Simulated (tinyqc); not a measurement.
From one set of inputs to another, one input at a time: donor in an ellipsoidal valley (Kohn-Luttinger variational method). Computed by tinyqc, a small Python program. Command: `OMP_NUM_THREADS=1 python tinyqc.py 3009654 3009655 out.jsonl kohnlutt ladder`. One thread of a shared host (Intel(R) Xeon(R) Processor @ 2.30GHz), about 0.08 s of CPU time with the checks.

H = -(d^2/dx^2 + d^2/dy^2) - gamma d^2/dz^2 - 2/r in units built on m_t, with gamma = m_t/m_l and z along the valley axis. One valley; no valley-orbit or central-cell term.

The inputs printed are set A. Set A is modelled on silicon; the values taken over come from a set modelled on germanium. Inputs not listed in the table keep their values of set A, so the rows need not describe a real material.

Inputs (values chosen for the exercise, modelled on silicon): transverse mass m_t = 0.19 m_0; longitudinal mass m_l = 0.894 m_0; dielectric constant eps = 11.8.

Constants: Ry = 13.605693123 eV; a_0 = 0.529177210903 angstrom.

Method:
- Ry* = Ry m_t/eps^2, a* = a_0 eps/m_t, gamma = m_t/m_l.
- Trial function exp(-sqrt((x^2 + y^2)/a^2 + z^2/b^2)) with beta = b/a < 1: E = t/a^2 - u/a, t = (2 + gamma/beta^2)/3, u = 2 arcsin(sqrt(1 - beta^2))/sqrt(1 - beta^2); the best a is 2 t/u and E(beta) = -u^2/(4 t).
- Golden-section search on beta from 0.05 to 0.999, 60 steps.
- Gaussian basis: g = P exp(-al (x^2 + y^2) - be z^2) with P = 1 (s-like), z (2p0) or x (2p+-); al = 0.004 x 2.6^k, k = 0..11, and be/al = 1, gamma^(-1/2) or 1/gamma (36 functions); 1/r = (2/sqrt(pi)) int exp(-t^2 r^2) dt by 48 Gauss-Legendre points after t = sqrt(al_i + al_j) tan(theta); overlap eigenvalues below 1e-10 are dropped.

Each row keeps all changes above it; columns: (1) input moved; (2) from; (3) to; (4) 2p+- binding energy (meV); (5) radius a of the 1s trial function (angstrom); (6) radius b of the 1s trial function (angstrom):
```
(1)                            (2)     (3)     (4)     (5)     (6)
set A                            -       -  5.9432  24.678  14.290
dielectric constant eps       11.8    15.6  3.4004  32.625  18.892
longitudinal mass m_l (m_0)  0.894    1.59  3.6273  29.980  14.211
transverse mass m_t (m_0)     0.19  0.0824  1.6926  62.312  22.140
```

Where does the difference come from?

2p+- binding energy goes from 5.94 to 1.69, a factor 0.285 in all. The largest single move comes from transverse mass m_t (a factor 0.467). Radius a of the 1s trial function goes from 24.7 to 62.3, a factor 2.53 in all. The largest single move comes from transverse mass m_t (a factor 2.08), and longitudinal mass m_l works against it (a factor 0.919). Radius b of the 1s trial function goes from 14.3 to 22.1, a factor 1.55 in all. The largest single move comes from transverse mass m_t (a factor 1.56), and longitudinal mass m_l works against it (a factor 0.752). The single moves hold for this order of the switches; the total does not depend on the order.

Extremes, crossings and ranges named in words are read from the listed rows.
